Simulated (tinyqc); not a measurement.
Polytypes and stacking faults of a tetrahedral semiconductor in an axial Ising model with couplings up to third neighbours. Changing the temperature T. Computed by tinyqc, a small Python program. Command: `OMP_NUM_THREADS=1 python tinyqc.py 3007009 3007010 out.jsonl polytype sweep`. One thread of a shared host (Intel(R) Xeon(R) Processor @ 2.30GHz), about 0.01 s of CPU time with the checks.

Each double layer has s = +1 or -1 for the sense of its stacking step; E per pair of atoms = E0 - sum_n J_n <s_i s_(i+n)>, n = 1, 2, 3. Hexagonality h = (1 - <s_i s_(i+1)>)/2.

Inputs (values chosen for the exercise, of the order of those of SiC for J, a, G and the gaps):
```
quantity                                    value      unit
J1                                           2.26  meV/pair
J2                                          -3.54  meV/pair
J3                                          -0.21  meV/pair
basal lattice constant a                     3.08  angstrom
binding energy of the fault level E_b        0.22        eV
in-plane mass m                               0.4        m0
effective density of states N_c at 300 K    2e+19    1/cm^3
electron density n                        2.5e+15    1/cm^3
```

Host polytype: 4H.

fault coefficients k_n:
```
                      J1  J2  J3
single Shockley (31)   0  -4   0
double Shockley (62)  -4  -8   0
Frank-type (32)       -1  -2   3
```

Constants: 1 eV/angstrom^2 = 16.02176634 J/m^2; m_0 = 9.1093837015e-31 kg; hbar = 1.054571817e-34 J s; k_B = 1.380649e-23 J/K; k_B = 8.617333262e-05 eV/K.

Method:
- Faults in 4H: the sequences single Shockley (31) (+++-), double Shockley (62) (++++++--), Frank-type (32) (+++--) are put between perfect repeats; k_n = (layers x C_n of the host) - sum_i s_i s_(i+n). gamma = sum k_n J_n/A, A = (sqrt 3/2) a^2; 1 meV/angstrom^2 = 16.02177 mJ/m^2.
- The fault binds electrons in a two-dimensional band E_b below the conduction edge, g2 = m m0/(pi hbar^2) for one valley. With the Fermi level held by the bulk, eta = ln[n/N_c(T)], N_c(T) = N_c (T/300)^1.5, the grand potential falls by g2 (k_B T)^2 F1(x), x = eta + E_b/(k_B T), F1(x) = integral from 0 to infinity of ln(1 + exp(x - t)) dt; sheet density g2 k_B T ln(1 + e^x). Band bending by the trapped charge is left out, so the gain is an upper bound.
- Net fault energy = gamma of the single Shockley (31) fault less the electronic gain.

One run for each value:
```
temperature T (K)  electronic gain (mJ/m^2)  sheet density (1/cm^2)  net fault energy (mJ/m^2)        x
250                              3.1748e-01              6.1195e+12                     27.297   1.4983
406                              1.3855e-02              2.4460e+11                     27.601  -3.1529
562                              2.8724e-03              3.6977e+10                     27.612  -5.3861
719                              1.2059e-03              1.2144e+10                     27.614  -6.7476
875                              7.0649e-04              5.8474e+09                     27.614  -7.6752
1030                             4.9415e-04              3.4746e+09                     27.614  -8.3589
1190                             3.8062e-04              2.3166e+09                     27.614  -8.9087
1500                             2.7429e-04              1.3244e+09                     27.615  -9.6994
```

Give the missing row, temperature T (K) = 1340.

Computed row:
```
temperature T (K)  electronic gain (mJ/m^2)  sheet density (1/cm^2)  net fault energy (mJ/m^2)        x
1340                             3.1767e-04              1.7170e+09                     27.614  -9.3269
```

Interpolating between the two neighbouring rows (the first column on a logarithmic scale, the others too where they are positive) misses most in electronic gain (mJ/m^2), by 1.3 %. Over the rows, electronic gain (mJ/m^2) falls from 0.317 to 2.74e-4 (exponent d ln y / d ln x -6.5 between the first rows and -1.3 between the last); sheet density (1/cm^2) falls from 6.12e12 to 1.32e9 (exponent d ln y / d ln x -6.6 between the first rows and -2.3 between the last); net fault energy (mJ/m^2) rises from 27.30 to 27.61.
